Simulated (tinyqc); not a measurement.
Hubbard chain of 3 sites, step by step. One step of it, computed by the program tinyqc.

Task: Mean-field iteration 1. H(up) = T + U n(down), H(down) = T + U n(up); fill the lowest levels; n(new) = n + mixing (n(out) - n); E = tr T (rho up + rho down) + U sum n_up n_down of the output.

one-body matrix (hopping and site energies) (eV), lower triangle:
```
           1          2         3
1   0.250000
2  -1.930000   0.600000
3   0.000000  -1.930000  0.140000
```

U = 6.500000 eV

electrons, up and down: 2  2

mixing = 1

n(up) at the start (a guess, not normalised): 1 0.967000, 2 0.367000, 3 0.967000

n(down) at the start (a guess): 1 0.367000, 2 0.967000, 3 0.367000

Give: levels, up; levels, down; energy; n(up) after iteration 1; n(down) after iteration 1.

Result:

levels, up (eV): 1.255  2.582  8.209

levels, down (eV): 1.492  6.479  7.975

energy = 4.914 eV

n(up) after iteration 1: 1 0.903, 2 0.190, 3 0.907

n(down) after iteration 1: 1 0.587, 2 0.770, 3 0.643
